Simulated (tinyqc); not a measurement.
From results back to parameters: band offset of a heterojunction with an interface dipole (two-band chains, self-consistent charge). Three cases, with inputs chosen for the exercise.

Problem. D0 is the offset of the mid-gaps without dipole, chi the charge moved per eV of offset and u the potential step per electron moved. In linear response the valence offset is S D0 - (G2 - G1)/2 with S = 1/(1 + u chi/2). Two interfaces between the same crystals differ in D0 by a known amount, as from a layer of fixed dipoles; their offsets come from hidden S and D0.

Case 1.

Values chosen (out of a larger set: gaps near those of InGaAs and InP; the chains and D0 are free models, so the offsets are not those of the real pair; not measured data): G1 = 0.73 eV (gap on the left); G2 = 1.28 eV (gap on the right).

chi = 0.53610 1/eV

valence offsets (eV): first -0.59036, second -0.11084

D0(second) - D0(first) = 1.11 eV

Case 2.

Values chosen (out of a larger set: gaps near those of InGaAs and InP; the chains and D0 are free models, so the offsets are not those of the real pair; not measured data): G1 = 0.78 eV (gap on the left); G2 = 1.31 eV (gap on the right).

chi = 0.51146 1/eV

valence offsets (eV): first -0.43024, second -0.16861

D0(second) - D0(first) = 0.57 eV

Case 3.

Values chosen (out of a larger set: gaps near those of Si and HfO2; the chains and D0 are free models, so the offsets are not those of the real pair; not measured data): G1 = 1.16 eV (gap on the left); G2 = 5.56 eV (gap on the right).

chi = 0.14183 1/eV

valence offsets (eV): first -2.32816, second -1.97928

D0(second) - D0(first) = 0.49 eV

Find: S; D0 of the first; u.

Solution. S is the change of the offset over the change of D0; then D0 = (offset + (G2 - G1)/2)/S and u = 2 (1/S - 1)/chi.

Case 1.

S = 0.432
D0 of the first = -0.73 eV
u = 4.9 eV

Case 2.

S = 0.459
D0 of the first = -0.36 eV
u = 4.6 eV

Case 3.

S = 0.712
D0 of the first = -0.18 eV
u = 5.7 eV

Computed by tinyqc, one run a case: `OMP_NUM_THREADS=1 python tinyqc.py N N+1 out.jsonl` with N = 1451287, 1451315, 1451323; one thread of a shared Intel(R) Xeon(R) Processor @ 2.30GHz, about 0.6 s a run at most.
